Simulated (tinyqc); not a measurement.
Rigid-ion and shell models of the dielectric response of an ionic crystal: one step, computed by the program tinyqc. Command: `OMP_NUM_THREADS=1 python tinyqc.py 3014071 3014072 out.jsonl shell walk`. One thread of a shared host (Intel(R) Xeon(R) Processor @ 2.30GHz), about 0.01 s of CPU time with the checks.

Charges +Z and -Z; 6 nearest neighbours, Madelung constant M = 1.747565, volume per ion pair Omega = 2.000000 d^3. Energy per pair U = -M Z^2 e2/d + 6 A exp(-d/rho), e2 = e^2/(4 pi eps_0). In the shell model the anion is a core of charge Y - Z and a massless shell of charge -Y, joined by the spring k; the repulsion acts on the shell. Each ion feels the Lorentz field E + (4 pi/3) P (Gaussian units).

Problem. Rigid ions. With C = 4 pi Z^2 e2/(3 Omega): mu lambda_TO = R - C, mu lambda_LO = R + 2 C; eps_inf = 1 and eps_s = lambda_LO/lambda_TO. lambda in eV/(angstrom^2 u) gives the wavenumber 15.6333042 x 33.35640952 x sqrt(lambda); mu is the reduced mass.

Inputs (values chosen for the exercise, for a model crystal): ionic charge Z = 1 e; cation mass = 62.5 u; anion mass = 16 u.

Structure: rock salt.

volume Omega = 28.69781 angstrom^3

repulsive spring R = 5.027401 eV/angstrom^2

Constants: e^2/(4 pi eps_0) = 14.39964548 eV angstrom; nu for 1 eV/(angstrom^2 u) = 15.6333042 THz; 1 THz = 33.35640952 1/cm.

Give: Coulomb spring C; omega_TO, rigid ions; omega_LO, rigid ions; eps_s, rigid ions.

Solution.

Coulomb spring C = 2.102 eV/angstrom^2

omega_TO, rigid ions = 249.9 1/cm

omega_LO, rigid ions = 443.9 1/cm

eps_s, rigid ions = 3.155
